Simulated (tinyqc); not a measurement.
Schottky barrier on an n-type semiconductor with a surface-enhanced doping, non-linear Poisson equation by Newton steps: one step of the calculation.

One dimension, metal at x = 0, donor density C(x) = Nd + N0 exp(-x/Ls). Energies are counted from the electron Fermi level of the semiconductor and the conduction-band edge is Ec = -psi, so n = Nc exp(psi/Vt); holes follow the Fermi level of the metal, at -V, so p = Nv exp((V - psi - Eg)/Vt). Ends: psi(0) = V - phiB and psi = Vt ln(Nd/Nc) deep inside. Boltzmann statistics, full ionisation, no current, no image force in the Poisson equation.

Task. Newton step. Solve the tridiagonal system a_(i-1) d_(i-1) + b_i d_i + a_i d_(i+1) = -F_i for nodes 1 to 9, with d = 0 on fixed nodes. Each component d is damped to sign(d) Vt ln(1 + |d|/Vt) before it is added.

Inputs (values chosen for the exercise):
```
symbol,value,unit,meaning
T,300,K,temperature
```

Constants: q = 1.602176634e-19 C, kB = 1.380649e-23 J/K, Vt = kB T/q. Results are converted to the units shown.

coupling a_i, interval 0 to 9 (F/cm^2): 2.4665237e-7  2.0037524e-7  1.6365560e-7  1.3281282e-7  1.0791041e-7  8.7053779e-8  7.1444136e-8  5.7873742e-8  4.7088181e-8  3.8945112e-8

```
node  diagonal b (F/cm^2)  residual F (C/cm^2)
1           -5.9485262e-7        -8.4758823e-8
2           -6.3089776e-7         4.2227396e-9
3           -6.2831517e-7        7.9578032e-10
4           -5.9683578e-7        3.6878997e-11
5           -5.8930530e-7        7.3925150e-13
6           -6.2213476e-7       -3.8943452e-13
7           -6.9250400e-7       -3.8397365e-14
8           -7.9745017e-7       -9.7092767e-16
9           -9.2939569e-7       -8.5366328e-18
```

psi after iteration 1, node 0 to 10 (V): -0.63000000  -0.21733771  -0.20736176  -0.20705231  -0.21060945  -0.21344317  -0.21456582  -0.21483173  -0.21487146  -0.21487512  -0.21487534

Wanted: Newton step d, before damping; psi after iteration 2.

Result.

Newton step d, before damping, node 1 to 9 (V): -0.1581  -0.0465  -0.0114  -0.0026  -0.0005  -0.0001  0.0000  0.0000  0.0000
psi after iteration 2, node 0 to 10 (V): -0.6300  -0.2681  -0.2340  -0.2165  -0.2130  -0.2139  -0.2146  -0.2148  -0.2149  -0.2149  -0.2149

Computed by the program tinyqc: `OMP_NUM_THREADS=1 python tinyqc.py 2020083 2020084 out.jsonl`, one thread of a shared Intel Xeon 2.30GHz, about 0.07 s for the whole run.
